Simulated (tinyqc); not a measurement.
RHF in the 6-311g basis, for H-, spin multiplicity 1, step by step. The basis has no diffuse functions, so it cannot describe the extra electron: this is an exercise in the method, not the real anion. One step of it, computed by the program tinyqc.

Question. Iteration 19 (converged): orbitals. Diagonalise F' = X^T F X, C = X C', fill 1 alpha and 1 beta electrons from the bottom; D = 2 C_occ C_occ^T. Each column has its largest component positive (the first on a tie).

converged F (hartree):
```
           1H 1s      1H 2s      1H 3s
1H 1s   1.153994  -0.021484  -0.261960
1H 2s  -0.021484   0.169888  -0.038268
1H 3s  -0.261960  -0.038268   0.063977
```

X:
```
               1          2         3
1H 1s  -1.182805   0.952862  0.349221
1H 2s   2.312658  -0.064800  0.427480
1H 3s  -1.552142  -0.822676  0.370813
```

Give: F' = X^T F X; orbital energies; coefficients C; D after iteration 19.

Answer.

F' = X^T F X (hartree):
```
         1        2        3
1   2.1076  -1.0919  -0.1026
2  -1.0919   1.5010   0.3486
3  -0.1026   0.3486   0.0942
```

orbital energies (hartree): MO1 -0.0037, MO2 0.7390, MO3 2.9676

coefficients C:
```
          MO1      MO2      MO3
1H 1s  0.1750   0.0850  -1.5463
1H 2s  0.1747   1.4880   1.8140
1H 3s  0.7648  -1.4374  -0.7566
```

D after iteration 19:
```
        1H 1s   1H 2s   1H 3s
1H 1s  0.0612  0.0611  0.2676
1H 2s  0.0611  0.0610  0.2672
1H 3s  0.2676  0.2672  1.1697
```
